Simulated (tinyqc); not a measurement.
## Ground and coupling capacitance from two measurements

Inverse problem. A line has Cg to the planes and Cc to each of two neighbours. Find Cg, Cc, the load when both neighbours switch in antiphase, and the pulse on the line when it floats and both neighbours swing by Vx.

Inputs (values chosen for the exercise): swing Vx = 0.8 V.

capacitance with neighbours driven alike and with neighbours grounded (aF/um): 75  237

Answer. Driven alike, Cc carries no charge, which leaves Cg; grounded neighbours give Cg + 2 Cc, antiphase Cg + 4 Cc; a floating line divides the swing as 2 Cc/(Cg + 2 Cc).

Cg = 75.0 aF/um
Cc = 81.0 aF/um
load in antiphase = 399 aF/um
pulse = 0.547 V

Computed by the program tinyqc: `OMP_NUM_THREADS=1 python tinyqc.py 2790182 2790183 out.jsonl`, one thread of a shared Intel Xeon 2.30GHz, about 1 s for the whole run.
